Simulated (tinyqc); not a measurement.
Inside a calculation. Model: straight dislocations in isotropic elasticity: fields, energies, partials, Peierls stress and walls. Computed by tinyqc, a small Python program that keeps every step. Command: `OMP_NUM_THREADS=1 python tinyqc.py 3000629 3000630 out.jsonl disloc walk`. One thread of a shared host (Intel(R) Xeon(R) Processor @ 2.30GHz), about 0.01 s of CPU time with the checks. Intermediate numbers are printed to about 6 digits and carried at full precision; extremes and crossings named in words are read from the listed rows.

The line runs along z, the glide plane is y = 0, and beta is the angle between b and the line (0 screw, 90 degrees edge): b_e = b sin(beta) along +x with the extra half plane at y > 0, b_s = b cos(beta). Stress is positive in tension.

Inputs (values chosen for the exercise, modelled on copper): shear modulus G = 48.5 GPa; Poisson ratio nu = 0.349; Burgers vector b = 2.556 angstrom; stacking-fault energy gamma = 43.5 mJ/m^2; dislocation density rho = 3.9e+10 1/m^2; core radius r0/b = 1.5; misfit volume of a solute dV = -5.9 angstrom^3; temperature T = 300 K; unstable fault energy gamma_us = 339 mJ/m^2; tilt angle theta = 8.1 degrees; source length l = 210 nm.

Character: 30-degree.

field point (x, y) (nm): [5.9, 7.3]

Constants: 1 eV/angstrom^3 = 160.2176634 GPa; k_B = 8.617333262e-05 eV/K.

## Line energy and line tension

Energy factor K = G [cos^2(beta) + sin^2(beta)/(1 - nu)]. E = K b^2/(4 pi) ln(R/r0) with R = 1/(2 sqrt(rho)); tension T = E + d^2E/d(beta)^2 = G b^2 [1 + nu - 3 nu sin^2(beta)]/(4 pi (1 - nu)) ln(R/r0). The core energy is taken into r0.

energy factor K = 55.0002 GPa

ln(R/r0) = 8.79538

line energy E = 15.6971 eV/nm

line tension T = 23.1178 eV/nm

stored energy rho E = 0.0980834 kJ/m^3

T/E = 1.47: bowing turns parts of the line towards the costlier edge character, so it is stiff.

## Stress at a point

With D = G b_e/(2 pi (1 - nu)), S = G b_s/(2 pi), r^2 = x^2 + y^2: s_xx = -D y (3x^2 + y^2)/r^4, s_yy = D y (x^2 - y^2)/r^4, s_xy = D x (x^2 - y^2)/r^4, s_zz = nu (s_xx + s_yy), s_xz = -S y/r^2, s_yz = S x/r^2. Pressure p = -trace/3.

stress (MPa), rows x, y, z:
$$\begin{pmatrix}
-224.786 & -21.287 & -141.579 \\
-21.287 & -26.338 & 114.427 \\
-141.579 & 114.427 & -87.642
\end{pmatrix}$$

pressure p = 112.922 MPa

The point lies above the glide plane, on the compressed side.

## Force on a second, equal dislocation at that point; binding of a solute

Peach-Koehler force per length on a parallel dislocation with the same b: in the glide plane F_x = s_xy b_e + s_yz b_s, normal to it F_y = -(s_xx b_e + s_xz b_s), which drives climb of the edge part or cross-slip of a screw. A solute with misfit volume dV has the energy p dV, and its dilute concentration is scaled by exp(-p dV/(k_B T)).

glide force F_x = 22.6087 mN/m

normal force F_y = 60.0671 mN/m

solute energy = -4.15835 meV

concentration ratio = 1.17451

Along x the second dislocation is repelled. The undersized solute is enriched here.

## Splitting into partials

Shockley partials have b_p = b/sqrt(3) at the angles beta -/+ 30 degrees; their repulsion balances the fault at d = G b_p^2/(8 pi gamma) (2 - nu)/(1 - nu) [1 - 2 nu cos(2 beta)/(2 - nu)].

partial Burgers vector b_p = 1.47571 angstrom

splitting width d = 1.93216 nm

d/b = 7.55931

## Peierls-Nabarro core of the undissociated dislocation

Misfit energy gamma(u) = (gamma_us/2)(1 - cos(2 pi u/b)), so the largest restoring stress is tau_max = pi gamma_us/b; u(x) = b/2 + (b/pi) arctan(x/zeta), zeta = K b/(4 pi tau_max). Summing the misfit energy over atomic rows a' apart gives, for a wide core, W_P = (K b^2/pi) exp(-2 pi zeta/a') and sigma_P = (K b/a') exp(-2 pi zeta/a'); a' = b/2 for edge and 30-degree lines, b sqrt(3)/2 for screw and 60-degree lines.

tau_max = 4.16667 GPa

half width zeta = 2.68489 angstrom

row spacing a' = 1.278 angstrom

Peierls barrier W_P = 0.0132105 meV/nm

Peierls stress sigma_P = 0.203557 MPa

zeta/a' = 2.10 and sigma_P/G = 4.2e-6: the stress falls by a factor e for each a'/(2 pi) of half width.

## Strength from dislocations

Frank-Read source, averaged over the loop: tau = G b/(2 pi l) [(1 - nu/2)/(1 - nu)] ln(l/r0). Taylor hardening: tau = 0.3 G b sqrt(rho).

Frank-Read stress = 75.1240 MPa

Taylor stress = 0.734440 MPa

Of the source, forest and Peierls stresses the largest here is the source stress.

## Low-angle tilt boundary

A symmetric tilt wall of edge dislocations has the spacing h = b/(2 sin(theta/2)); Read-Shockley: gamma_b = E0 theta (A - ln theta), E0 = G b/(4 pi (1 - nu)), A = 1 + ln(b/(2 pi r0)), theta in radians.

spacing h = 1.80951 nm

boundary energy = 152.748 mJ/m^2

angle of the maximum, exp(A - 1) = 6.07927 degrees

Caution: towards the maximum of the Read-Shockley curve the spacing is no longer large against the core size, so the formula is only rough.

## Character of the line

E = K b^2/(4 pi) ln(R/r0); T = G b^2 [1 + nu - 3 nu sin^2(beta)]/(4 pi (1 - nu)) ln(R/r0).

From screw to edge:
```
beta (degrees)  K (GPa)  E (eV/nm)  T (eV/nm)   d (nm)
0               48.5000    13.8420    28.6833  1.41425
15              50.2417    14.3391    27.1920  1.55302
30              55.0002    15.6971    23.1178  1.93216
45              61.5004    17.5523    17.5523  2.45007
60              68.0006    19.4075    11.9868  2.96799
75              72.7590    20.7655     7.9126  3.34713
90              74.5008    21.2626     6.4213  3.48590
```

The edge costs 1/(1 - nu) = 1.536 times the screw in energy, yet its tension is only (1 - 2 nu)/(1 + nu) = 0.224 of the screw value, so loops under stress are elongated along b. The edge splits 2.46 times as widely, (2 + nu)/(2 - 3 nu), since there the larger, edge parts of the partials repel with the factor 1/(1 - nu) and the small screw parts attract, while in the screw the roles are exchanged.

Checks made by the program: zero divergence of the stress field, by differences and relative to the size of its gradient (relative difference below 1e-10); splitting against the force between the two partials (relative difference below 1e-10).
